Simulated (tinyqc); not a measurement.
What each parameter does: alloy A(1-x)B(x) by interpolation with bowing.

Each gap follows E(x) = (1 - x) E_A + x E_B - C x (1 - x); the lattice constant follows Vegard, a(x) = (1 - x) a_A + x a_B.

Mass at Gamma from the Kane formula 1/m = F + Ep (Eg + 2 Dso/3)/(Eg (Eg + Dso)). F is fixed by the masses of A and B and interpolated linearly, as is Ep; Eg and Dso carry their bowing.

Inputs chosen for the exercise (A near Ge, B near Si; shifted at random, so the results belong to these values and not to a real crystal):

| symbol | value | unit | meaning |
|---|---|---|---|
| Eg | (0.893, 4.161) | eV | gap at Gamma to the s-like level of A, B |
| EgX | (0.94, 1.173) | eV | gap to the lowest valley along Gamma-X of A, B |
| EgL | (0.749, 2.072) | eV | gap to L of A, B |
| C | (0.22, 0.19, 0) | eV | bowing of the Gamma, X and L gaps |
| x | 0.46 |  | fraction of B |
| Dso | (0.292, 0.044) | eV | spin-orbit splitting of A, B |
| Ep | (26.1, 21.4) | eV | Kane energy of A, B |
| me | (0.0382, 0.2022) | m0 | electron mass at Gamma of A, B |
| Cs | 0 | eV | bowing of Dso |

Gaps at x and the Kane mass.

One parameter was then changed.

Results before and after:

| case | Gamma (eV) | X (eV) | L (eV) | mass (m0) |
|---|---|---|---|---|
| base | 2.3416 | 1.0000 | 1.3576 | 0.1047 |
| changed | 2.3416 | 0.9728 | 1.3576 | 0.1047 |

Which of these changes was made? (a) Ep = (28.7, 23.5) eV; (b) x = 0.5; (c) Cs = 0.05 eV; (d) Eg = (0.938, 4.161) eV; (e) EgX = (0.94, 1.114) eV; (f) C = (0.32, 0.29, 0.1) eV; (g) EgL = (0.712, 2.072) eV.

Answer: (e) EgX = (0.94, 1.114) eV. Of the candidates, run in turn, only this one gives the changed row.

All candidates:

| case | Gamma (eV) | X (eV) | L (eV) | mass (m0) |
|---|---|---|---|---|
| base | 2.3416 | 1.0000 | 1.3576 | 0.1047 |
| x = 0.5 | 2.4720 | 1.0090 | 1.4105 | 0.1112 |
| C = (0.32, 0.29, 0.1) eV | 2.3168 | 0.9751 | 1.3327 | 0.1036 |
| Eg = (0.938, 4.161) eV | 2.3659 | 1.0000 | 1.3576 | 0.0990 |
| EgX = (0.94, 1.114) eV | 2.3416 | 0.9728 | 1.3576 | 0.1047 |
| EgL = (0.712, 2.072) eV | 2.3416 | 1.0000 | 1.3376 | 0.1047 |
| Ep = (28.7, 23.5) eV | 2.3416 | 1.0000 | 1.3576 | 0.1128 |
| Cs = 0.05 eV | 2.3416 | 1.0000 | 1.3576 | 0.1045 |

tinyqc: `OMP_NUM_THREADS=1 python tinyqc.py 1050611 1050612 out.jsonl`; about 0.01 s, one thread, shared Intel(R) Xeon(R) Processor @ 2.30GHz.
